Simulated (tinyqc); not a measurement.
## On-chip interconnect, size-dependent resistivity and RC delay: course in time

A rectangular line between two neighbours and two ground planes. Surface and grain-boundary scattering are added to the bulk resistivity as corrections; capacitances are parallel-plate values without fringing; inductance is ignored.

4 equal pi sections: series Rs = r Lw/4; node capacitances c Lw/4, halved at nodes 0 and 4, with Cl added to node 4; Rd feeds node 0. Elmore delay of node k: the sum, over the resistors on the path to k, of resistance times all capacitance downstream of it.

A 1 V step is applied behind Rd at t = 0. C dv/dt = -G v + b, with G the conductance matrix of the ladder (1/Rs between neighbours, 1/Rd added at node 0) and b = (1 V/Rd, 0, ...). Trapezoidal step: (C/dt + G/2) v(new) = (C/dt - G/2) v + b. The last column solves the same ladder exactly by its modes.

Parameters, values chosen for the exercise:
- Rd = 540 ohm (driver resistance)
- dt = 7.1 ps (time step)

Rs = 692.593 ohm
C, node 0 to 4 (fF): [1.15372, 2.30744, 2.30744, 2.30744, 5.05372]

Voltages (V):

| t (ps) | node 0 | node 2 | node 4 | node 4, exact |
|---|---|---|---|---|
| 7.100 | 1.289 | 0.3441 | 0.0890 | 0.1115 |
| 14.20 | 0.506 | 0.5813 | 0.3028 | 0.3106 |
| 21.30 | 1.176 | 0.6057 | 0.4818 | 0.4723 |
| 28.40 | 0.690 | 0.7490 | 0.5954 | 0.5966 |
| 35.50 | 1.125 | 0.7778 | 0.6959 | 0.6916 |
| 42.60 | 0.799 | 0.8481 | 0.7659 | 0.7643 |
| 49.70 | 1.091 | 0.8748 | 0.8220 | 0.8198 |
| 56.80 | 0.867 | 0.9083 | 0.8642 | 0.8623 |
| 63.90 | 1.067 | 0.9295 | 0.8960 | 0.8947 |
| 71.00 | 0.911 | 0.9447 | 0.9211 | 0.9195 |
| 78.10 | 1.049 | 0.9605 | 0.9393 | 0.9385 |
| 85.20 | 0.939 | 0.9666 | 0.9541 | 0.9530 |

What does the comparison show?

The far end of the ladder reaches 0.5 V at 22.72 ps, 0.741 of its Elmore delay (ln 2 = 0.693 for a single pole); the slowest mode has a time constant of 26.43 ps. The largest error of the trapezoidal steps at that node is 22 mV. Node 0 swings up and down from step to step: the trapezoidal rule does not damp modes much faster than dt, so these swings are numerical.

Computed by the program tinyqc: `OMP_NUM_THREADS=1 python tinyqc.py 2100138 2100139 out.jsonl`, one thread of a shared Intel Xeon 2.30GHz, about 0.01 s for the whole run.
